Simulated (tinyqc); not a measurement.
MOS structure on a p-type body, non-linear Poisson equation by Newton steps: one step of the calculation.

One dimension, insulator interface at x = 0, acceptor density Na, uniform, net doping C = -(acceptor density). psi is counted from the intrinsic level: n = ni exp((psi - Vb)/Vt), p = ni exp(-psi/Vt); deep in the body psi_b = -Vt ln(Na/ni). The gate acts through Cox = eps0 eox/tox and has the potential psi_G = Vg - (phiM - chi - Vt ln(Nc/ni)). Boltzmann statistics, full ionisation, classical densities, no oxide or interface charge.

Question. Converged densities and sheet charges. n and p as above; box widths w_i (half boxes at both ends); band bending psi_0 - psi_b; N_inv = sum w n; N_dep = -sum w (p + C); centroid sum w n x/N_inv; gate charge Cox (psi_G - psi_0)/q.

Inputs (values chosen for the exercise); band and dielectric values close to those of silicon:
- T = 250 K (temperature)
- Eg = 1.1 eV (band gap)
- Nc = 2.11e19 cm^-3 (conduction-band density of states at T)
- Nv = 2.04e19 cm^-3 (valence-band density of states at T)
- chi = 3.98 eV (electron affinity)
- eox = 8.92 (relative permittivity of the gate insulator (close to aluminium oxide))
- tox = 9.8 nm (insulator thickness)
- phiM = 4.52 eV (gate work function)
- Vb = 0 V (electron quasi-Fermi potential against the body)
- Vg = 1.13 V (gate voltage against the body)

Constants: q = 1.602176634e-19 C, kB = 1.380649e-23 J/K, Vt = kB T/q, eps0 = 8.8541878128e-14 F/cm where lengths are in cm. Results are converted to the units shown.

```
node,x (nm),converged psi (V),net doping C (cm^-3)
0,0,0.53611226,-4.6e17
1,0.4,0.51856332,-4.6e17
2,0.985,0.49527187,-4.6e17
3,1.84,0.46324295,-4.6e17
4,3.09,0.41812009,-4.6e17
5,4.93,0.35394107,-4.6e17
6,7.61,0.26483096,-4.6e17
7,11.5,0.14465856,-4.6e17
8,17.3,-0.01435449,-4.6e17
9,25.7,-0.20185365,-4.6e17
10,38,-0.38505672,-4.6e17
11,56,-0.46165347,-4.6e17
12,82.3,-0.46773333,-4.6e17
13,121,-0.46794289,-4.6e17
```

ni = 1.6960721e8 cm^-3

Wanted: n; p; band bending; N_inv; N_dep; centroid of the electrons; gate charge over q.

Answer.

```
node,n (cm^-3),p (cm^-3)
0,1.089e19,0.002642
1,4.822e18,0.005966
2,1.636e18,0.01759
3,3.698e17,0.07778
4,4.554e16,0.6317
5,2.315e15,12.43
6,3.700e13,777.5
7,1.398e11,2.057e5
8,8.711e7,3.302e8
9,1.446e4,1.989e12
10,2.931,9.814e15
11,0.08374,3.435e17
12,0.06315,4.555e17
13,0.06254,4.600e17
```

band bending = 1.004 V
N_inv = 6.195e11 cm^-2
N_dep = 2.420e12 cm^-2
centroid of the electrons = 0.4956 nm
gate charge over q = 3.039e12 cm^-2

N_inv + N_dep is 0.011 % below the gate charge.

Range of the model: On a fine mesh the surface electron density exceeds 0.3 Nc, so degeneracy and confinement would lower the charge and push it away from the interface.

Numbers from tinyqc (`OMP_NUM_THREADS=1 python tinyqc.py 2080123 2080124 out.jsonl`; about 0.6 s on one thread of a shared Intel Xeon 2.30GHz).
